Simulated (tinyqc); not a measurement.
Composition and strain of an epitaxial Si(1-x)Ge(x) layer from Raman and X-ray peaks: one step, computed by the program tinyqc.

A (001) layer, biaxially strained in the plane. The Raman peaks follow empirical lines omega = w0 + c1 x + c3 x^3 + b eps (c3 for Si-Ge alone), with eps the in-plane strain.

Task: Raman peaks. Insert x and eps in the three lines; the strain part is b eps.

Inputs (values chosen for the exercise, modelled on silicon-germanium):
```
quantity                     value  unit
Ge fraction x                  0.4     -
Si-Si: w0                    520.2  1/cm
Si-Si: c1                    -68.9  1/cm
Si-Si: strain coefficient b   -737  1/cm
Si-Ge: w0                    400.3  1/cm
Si-Ge: c1                     24.3  1/cm
Si-Ge: c3                    -34.1  1/cm
Si-Ge: strain coefficient b   -595  1/cm
Ge-Ge: w0                    280.1  1/cm
Ge-Ge: c1                     18.7  1/cm
Ge-Ge: strain coefficient b   -434  1/cm
```

Substrate: silicon.

in-plane strain eps = -10.14685 per mille

Give: Si-Si peak; Si-Ge peak; Ge-Ge peak; strain parts.

Result:

Si-Si peak = 500.1 1/cm

Si-Ge peak = 413.9 1/cm

Ge-Ge peak = 292.0 1/cm

strain parts (1/cm): Si-Si 7.478, Si-Ge 6.037, Ge-Ge 4.404

Read as unstrained, the Si-Si peak would give x = 0.291 in place of 0.4.
